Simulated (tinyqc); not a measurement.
Franz-Keldysh effect at a direct gap: one step. Absorption with and without the field. Two cases, with inputs chosen for the exercise.

Problem. Put the factors in place of sqrt(E - Eg) in alpha_j and add the bands; a waveguide of length L changes its transmission by 4.343 (alpha(F) - alpha(0)) L dB.

Parabolic bands, vertical transitions, no excitons. For each hole band j: mr = me mj/(me + mj); joint density of states J_j(E) = (mr/c)^(3/2) sqrt(E - Eg)/(2 pi^2), both spins, c = hbar^2/2m0; averaged matrix element |e.p|^2 = m0 Ep/6; alpha_j(E) = 4 pi^2 alpha_f c Ep J_j/(3 nr E) in 1/angstrom (alpha_f the fine-structure constant, listed as alpha among the constants), times 1e8 for 1/cm.

Constants: hbar^2/2m0 = 3.80998211 eV angstrom^2; fine-structure constant alpha = 0.007297352564.

Case 1.

Values chosen (near those of GaAs; not measured data): Eg = 1.419 eV (direct gap); me = 0.0693 m0 (electron mass); mhh = 0.477 m0 (heavy-hole mass); mlh = 0.0841 m0 (light-hole mass); Ep = 25.3 eV (Kane energy); nr = 3.63 (refractive index); E = 1.487 eV (photon energy); L = 120 micrometre (length of a waveguide).

Scales:
```
hole,mr (m0),th (meV),length (angstrom)
heavy,0.0605091,39.78330,39.783
light,0.0379930,46.45934,46.459
```

Factors:
```
hole,b,Ai(b),Ai'(b),factor (eV^(1/2)),without field
heavy,-1.709260,0.384448,0.452226,0.286448,0.260768
light,-1.463645,0.475037,0.283884,0.278226,0.260768
```

Case 2.

Values chosen (near those of GaAs; not measured data): Eg = 1.399 eV (direct gap); me = 0.0697 m0 (electron mass); mhh = 0.509 m0 (heavy-hole mass); mlh = 0.0836 m0 (light-hole mass); Ep = 24.7 eV (Kane energy); nr = 3.6 (refractive index); E = 1.352 eV (photon energy); L = 180 micrometre (length of a waveguide).

Scales:
```
hole,mr (m0),th (meV),length (angstrom)
heavy,0.0613052,25.94135,48.946
light,0.0380099,30.42234,57.401
```

Factors:
```
hole,b,Ai(b),Ai'(b),factor (eV^(1/2)),without field
heavy,1.811779,0.0462349,-0.0675328,0.000347971,0.000000
light,1.544917,0.0674828,-0.0926233,0.000845840,0.000000
```

Give: alpha_j in the field; alpha(F); alpha(0); change of loss.

Solution.

Case 1.

alpha_j in the field (1/cm): heavy 4.98e+03, light 2.41e+03

alpha(F) = 7.39e+03 1/cm
alpha(0) = 6790 1/cm
change of loss = 31.1 dB

Without the field the loss over L is 354 dB, so this energy is of no use for a modulator. Above the gap the field raises the absorption at this energy; the sign alternates with energy (Franz-Keldysh oscillations). Excitons, which add a sharp peak at low field, are left out.

Case 2.

alpha_j in the field (1/cm): heavy 6.68, light 7.93

alpha(F) = 14.6 1/cm
alpha(0) = 0 1/cm
change of loss = 1.14 dB

Below the gap the field opens a tail where this model has no absorption; excitons and band tails absorb within some 10 to 20 meV of a real edge. Excitons, which add a sharp peak at low field, are left out.

Computed by tinyqc, one run a case: `OMP_NUM_THREADS=1 python tinyqc.py N N+1 out.jsonl` with N = 1682418, 1682429; one thread of a shared Intel(R) Xeon(R) Processor @ 2.30GHz, about 0.01 s a run at most.
